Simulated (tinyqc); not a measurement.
Sampled drift against the exact one: kinetic Monte Carlo and master equation for a particle on a ring of sites with traps and bias. Computed by tinyqc, a small Python program. Command: `OMP_NUM_THREADS=1 python tinyqc.py 3010485 3010486 out.jsonl kmc walk`. One thread of a shared host (Intel(R) Xeon(R) Processor @ 2.30GHz), about 0.07 s of CPU time with the checks.

6 sites on a ring, numbered 1 to 6. The saddle between i and i+1 lies at E0 + s b_i and site i at s eps_i; a force F tilts the landscape, with the saddle half-way.

Inputs (values chosen for the exercise, for a model defect):

| quantity | value | unit |
|---|---|---|
| reference barrier E0 | 0.54 | eV |
| scale factor s of the disorder | 1 | - |
| attempt frequency nu | 6.5 | THz |
| temperature T | 400 | K |
| site spacing a | 3.5 | angstrom |
| force F along the ring | 0.011 | eV/angstrom |
| seed of the random numbers | 894143 | - |

Disorder: both.

site energies eps_i (eV): -0.081  0  -0.088  0  0  0

saddle shifts b_i between sites i and i+1 (eV): 0.042  -0.041  0.039  0.018  0.027  0.012

Constants: k_B = 8.617333262e-05 eV/K.

Method:
- Rates: k(i to i+1) = nu exp(-(E0 + s b_i - s eps_i - F a/2)/(k_B T)), k(i to i-1) = nu exp(-(E0 + s b_(i-1) - s eps_i + F a/2)/(k_B T)).
- Share right = k right/(k right + k left); mean stay = 1/(k right + k left).
- Master equation dP/dt = W P, W_(i+1,i) = k right, W_(i-1,i) = k left, columns summing to zero. The steady state is its null vector; drift v = a sum P_i (k right - k left). D = a^2 lambda''(0)/2, where lambda(q) is the leading eigenvalue of W with right hops weighted by exp(q) and left hops by exp(-q).
- The slowest relaxation rate is minus the real part of the next eigenvalue of W. 1 angstrom = 1e-8 cm.
- 400 independent walkers start on sites drawn with weights P_i (k right + k left), the steady shares of hops (random numbers not printed); the estimate is total displacement over total time, with its standard error from the spread between walkers.

occupations P_i: 0.401028  0.015730  0.500470  0.026335  0.030055  0.026381

drift velocity v = 0.00366972 cm/s

Drift from sampling:

| hops per walker | estimate (cm/s) | standard error (cm/s) | deviation in standard errors |
|---|---|---|---|
| 10 | 0.0038584 | 1.8765e-04 | 1.0053 |
| 30 | 0.0038005 | 1.0512e-04 | 1.2440 |
| 100 | 0.0037887 | 5.7255e-05 | 2.0774 |
| 300 | 0.0036931 | 3.2030e-05 | 0.7306 |
| 1000 | 0.0037054 | 1.8197e-05 | 1.9602 |
| 3000 | 0.0036797 | 1.0469e-05 | 0.9567 |

The exact drift is 0.003670 cm/s. The standard error falls by a factor 3.15 from 100 to 1000 hops (sqrt10 = 3.16), and in the last row it is 0.29 % of the drift.

Extremes, crossings and ranges named in words are read from the listed rows.
